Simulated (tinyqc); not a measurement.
Worked calculation: switching kinetics of a ferroelectric film and the memory window of a ferroelectric gate stack. Computed by tinyqc, a small Python program that keeps every step. Command: `OMP_NUM_THREADS=1 python tinyqc.py 3007472 3007473 out.jsonl feswitch walk`. One thread of a shared host (Intel(R) Xeon(R) Processor @ 2.30GHz), about 0.02 s of CPU time with the checks. Intermediate numbers are printed to about 7 digits and carried at full precision; extremes and crossings named in words are read from the listed rows.

Fields in MV/cm; 1 microcoulomb/cm^2 over eps_0 is 11.29409 MV/cm. In the stack (metal, ferroelectric, interlayer, channel) the channel is taken as a conductor.

Inputs (values chosen for the exercise, for a model film):
```
quantity                                   value               unit
saturation polarisation P_s                   22  microcoulomb/cm^2
ratio P_r/P_s                               0.71                  -
coercive field E_c                           1.2              MV/cm
permittivity of the ferroelectric eps_F       36                  -
thickness t_F                                 24                 nm
permittivity of the interlayer eps_I         3.9                  -
interlayer thickness t_I                    0.69                 nm
share s of P screened by trapped charge     0.96                  -
pulse height V                               5.1                  V
time constant t_inf                      3.7e-10                  s
activation field E_a                         8.5              MV/cm
Merz exponent alpha                            2                  -
dimension n                                    3                  -
half width w of log10 t                     0.78                  -
pulse length t_p                          0.0007                  s
breakdown field of the interlayer             11              MV/cm
```

Kinetics: nucleation-limited (NLS).

## The hysteresis loop

Saturated branches: P(E) = P_s tanh[(E -/+ E_c)/(2 delta)], delta = E_c/ln[(1 + P_r/P_s)/(1 - P_r/P_s)]; D = P + eps_0 eps_F E.

delta = 0.6762972 MV/cm

P on both branches (microcoulomb/cm^2) at E/E_c = -3, -2, -1, -0.5, 0, 0.5, 1, 1.5, 2, 3:
```
E (MV/cm)  rising branch  falling branch
-3.6           -21.96363       -20.76990
-2.4           -21.78643       -15.62000
-1.2           -20.76990         0.00000
-0.6           -19.12765         9.16558
0.0            -15.62000        15.62000
0.6             -9.16558        19.12765
1.2              0.00000        20.76990
1.8              9.16558        21.48496
2.4             15.62000        21.78643
3.6             20.76990        21.96363
```

peak differential permittivity eps_F + P_s/(2 delta eps_0) = 219.6988

## Memory window

At threshold the channel charge is negligible, so D = 0 on each branch: (1 - s) P(E) + eps_0 eps_F E = 0, with the screened share s. The rising branch has the root E0 between 0 and E_c; window = 2 E0 t_F; its upper bound is 2 E_c t_F.

field E0 = 0.1764539 MV/cm

memory window = 0.8469787 V

bound 2 E_c t_F = 5.76 V

fixed-charge estimate 2 (1 - s) P_r t_F/(eps_0 eps_F) = 0.9408730 V

The window is limited by the unscreened charge and lies near the fixed-charge estimate.

## Fields in the stack

Series stack: V = E_F t_F + E_I t_I and eps_I E_I = eps_F E_F + (1 - s) P/eps_0. Before switching P = -P_r, after it P = +P_s; in retention V = 0 and P = +P_r.

E_F before switching = 1.720441 MV/cm

E_F after switching = 1.621430 MV/cm

E_I after switching = 17.51546 MV/cm

depolarising field in retention = 0.04110957 MV/cm

depolarising field over E_c = 0.03425798

The interlayer field exceeds its breakdown field. Caution: the interlayer field exceeds its breakdown field, so charge injection would change the fields.

## Switched share after the pulse

Merz's law: t1 = t_inf exp[(E_a/E)^alpha] at the mean of the fields before and after switching. NLS: switched share = integral of [1 - exp(-(t/tau)^n)] F(z) dz over z = log10 tau, with the Lorentzian F = (1/pi) w/[(z - log10 t1)^2 + w^2].

mean field = 1.670936 MV/cm

switching time t1 = 64.05534 s

switched share = 0.05054569

t_p is 1.1e-5 t1. A field higher by 10 % would shorten t1 by a factor 89. The step approximation 1/2 + arctan[log10(t_p/t1)/w]/pi gives 0.050.

## KAI against NLS in time

KAI: 1 - exp[-(t/t1)^n]. NLS: the same kernel averaged over the Lorentzian F = (1/pi) w/[(z - log10 t1)^2 + w^2] in z = log10 tau.

Switched share:
```
log10(t/t1)       KAI        NLS
-3.0         0.000000  0.0835119
-2.0         0.000001  0.1240476
-1.0         0.001000  0.2285292
-0.5         0.031128  0.3488177
-0.2         0.222124  0.4539201
0.0          0.632121  0.5313417
0.2          0.981334  0.6059680
0.5          1.000000  0.6993383
1.0          1.000000  0.7987038
2.0          1.000000  0.8852955
3.0          1.000000  0.9208913
```

KAI goes from 10 to 90 % within 0.45 decades of time; a Lorentzian of this width needs about 2 w tan(0.4 pi) = 4.8 decades. Three decades after t1, 7.9 % of the NLS film has not switched, and three decades before it 8.4 % already has: the tails set write margins and disturb errors.

## Interlayer thickness

Series stack: V = E_F t_F + E_I t_I and eps_I E_I = eps_F E_F + (1 - s) P/eps_0. E_I is for P = +P_s at the pulse height, the depolarising field for P = +P_r at V = 0; V needed puts E_F = 1.5 E_c after switching.

Stack against t_I:
```
t_I (nm)  E_F after (MV/cm)  E_I (MV/cm)  depolarising field / E_c  V needed (V)
0.3                1.876613     19.87099                0.01689786       4.89491
0.5                1.737729     18.58899                0.02634613       5.27819
0.8                1.560041     16.94878                0.03843436       5.85310
1.2                1.366765     15.16470                0.05158295       6.61966
1.6                1.210304     13.72044                0.06222705       7.38621
2.0                1.081053     12.52736                0.07102001       8.15276
3.0                0.838708     10.29033                0.08750679      10.06914
```

Each nanometre of interlayer costs 1.92 V, against 0.18 V for a nanometre of ferroelectric. The depolarising field grows from 0.02 to 0.09 E_c. At E_F = 1.5 E_c the interlayer carries (1.5 eps_F E_c + (1 - s) P_s/eps_0)/eps_I = 19.2 MV/cm whatever its thickness, above its breakdown field of 11 MV/cm, so the voltages in the last column could not be applied without breakdown. Caution: rows with E_I above the breakdown field of the interlayer cannot be reached without charge injection. Caution: where E_F after switching is below E_c the switching stalls before P_s, and where the depolarising field exceeds E_c the state switches back, so those rows describe states that are not held.

Checks made by the program: the remanence (relative difference below 1e-10).
